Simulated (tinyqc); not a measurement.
Quasiparticle equation with a plasmon-pole self-energy for two band edges: sweeps and comparisons. A value that a table varies takes the place of the one given here.

For each edge E = e + X + Sc(E), with the correlation part Sc(E) = A[0]/(E - a + w) + A[1]/(E - b - w); a and b are the valence and conduction energies that enter the Green function (a = ev, b = ec in the one-shot scheme). Z = 1/(1 - dSc/dE), dSc/dE = -A[0]/(E - a + w)^2 - A[1]/(E - b - w)^2.

Parameters, chosen for this exercise (scales of the order of those of GaN; the results hold for these values, not for the real material):
- ev = 0 eV (mean-field valence top)
- ec = 1.82 eV (mean-field conduction edge)
- w = 16.2 eV (pole energy)
- Av = (50.3, 22.9) eV^2 (weights of the valence state on the hole and electron poles)
- Ac = (20.7, 54) eV^2 (the same for the conduction state)
- Xv = -3.33 eV (exchange minus the mean-field potential, valence)
- Xc = 2.89 eV (the same, conduction)

## Schemes compared

Z = 1; linearised; exact one-shot; energies updated in G (a, b); updated in G and W, where w grows by half of the opening of the gap (a rule chosen for the exercise).

Results (eV):
```
scheme               Ev     Ec    gap  opening
mean field        0.000  1.820  1.820    0.000
Z = 1            -1.496  2.525  4.021    2.201
linearised       -1.185  2.376  3.561    1.741
one-shot, exact  -1.175  2.373  3.549    1.729
update G         -1.371  2.413  3.784    1.964
update G and W   -1.497  2.560  4.057    2.237
```

What does this show?

The openings run from 1.729 (one-shot, exact) to 2.237 eV (update G and W). Linearising moves the gap by 12 meV, updating G +235 meV and updating W a further +274 meV: once Z is kept, the level of self-consistency matters more than linearising.

## The starting point

The mean-field gap is opened by d (ev lowered by d/2, ec raised by d/2) and X is changed by the opposite amounts, so that e + X stays; one-shot and G-updated gaps.

Gaps (eV):
```
d    start  one-shot  update G
0.0  1.820    3.5485    3.7835
0.2  2.020    3.5734    3.7835
0.4  2.220    3.5982    3.7835
0.6  2.420    3.6227    3.7835
0.9  2.720    3.6590    3.7835
1.2  3.020    3.6949    3.7835
1.6  3.420    3.7420    3.7835
```

What can be read from the table?

The one-shot gap moves by a fraction 0.12 of any change of the starting gap, while the updated gap, 3.7835 eV, does not depend on it. The two agree where the start already equals the result, near d = 1.96 eV. A real change of starting point alters the orbitals and the screening too; this model holds both fixed.

## What each parameter does

Exact one-shot edges and Z of the valence state there. Each row changes one parameter from the base and keeps the others.

Results:
```
case                     Ev (eV)  Ec (eV)  gap (eV)       Z
base                     -1.1752   2.3733    3.5485  0.7782
w = 17.01 eV             -1.2729   2.4715    3.7444  0.7938
Xv = -3.43 eV            -1.2530   2.3733    3.6263  0.7771
Xc = 2.99 eV             -1.1752   2.4513    3.6265  0.7782
ec = 1.92 eV             -1.1704   2.4686    3.6390  0.7787
Av = (52.82, 22.9) eV^2  -1.0456   2.3733    3.4189  0.7734
Ac = (20.7, 56.7) eV^2   -1.1752   2.2395    3.4147  0.7782
```

What can be read from the table?

The largest shifts from the base row, up to three for each result and ties (the steps differ in size, so this ranks the rows, not the parameters). Ev (eV): Av +0.1296, w -0.0977, Xv -0.0778; unchanged at the printed digits by Xc and Ac. Ec (eV): Ac -0.1338, w +0.0982, ec +0.0953; unchanged at the printed digits by Xv and Av. gap (eV): w +0.1959, Ac -0.1338, Av -0.1296. Z: w +0.0156, Av -0.0048, Xv -0.0011; unchanged at the printed digits by Xc and Ac.

tinyqc: `OMP_NUM_THREADS=1 python tinyqc.py 1850593 1850594 out.jsonl`; about 0.02 s, one thread, shared Intel(R) Xeon(R) Processor @ 2.30GHz.
